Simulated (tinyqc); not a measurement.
Valley-orbit splitting of a donor ground state, with strain: one step, computed by the program tinyqc.

The basis is the 1s envelope in each valley; energies are counted from the unstrained conduction-band edge. The strain is e_s (a a^T - 1/3) for the unit stress axis a, so valley j along n_j moves by Xi_u e_s w_j with w_j = (n_j.a)^2 - 1/3: +1/6 for x and y, -1/3 for z. The splitting at the zone boundary that a [110] shear adds for <100> valleys is left out.

Question. Populations and ionisation. H_jj = -(E_0 + Lambda) + Xi_u e_s w_j; H_jk = -Delta_2 between opposite valleys and -Delta_1 between perpendicular ones. z = sum over levels of exp(-(E - E_ground)/k_B T), the ground-state share being 1/z; N_c = 2 (2 pi m_e k_B T/h^2)^(3/2) sum_j exp(-(shift_j - lowest shift)/k_B T); n1 = N_c/(2 z) exp(-binding/k_B T), binding = lowest shift - E_ground; without compensation n = 2 N_D/(1 + sqrt(1 + 4 N_D/n1)) (Boltzmann statistics; p and higher states left out).

Inputs (values chosen for the exercise, modelled on donors in silicon): single-valley binding energy E_0 = 31.8 meV; central-cell shift Lambda = 3.07 meV; coupling Delta_1 = 4.33 meV; coupling Delta_2 = 3.12 meV; shear deformation potential Xi_u = 8.93 eV; shear strain e_s = -0.00043; temperature T = 50 K; donor density N_D = 7.8e+15 cm^-3; density-of-states mass of one valley m_e = 0.336 m_0.

Valleys: six along <100>. Stress axis: [110].

Constants: k_B = 8.617333262e-05 eV/K; m_0 = 9.1093837015e-31 kg; k_B = 1.380649e-23 J/K; h = 6.62607015e-34 J s.

Give: partition sum z; share of neutral donors in the ground state; N_c; n1; free electrons n.

Answer.

partition sum z = 1.0176

share of neutral donors in the ground state = 0.98266

N_c = 1.7561e+18 cm^-3

n1 = 2.6445e+12 cm^-3

free electrons n = 1.4230e+14 cm^-3
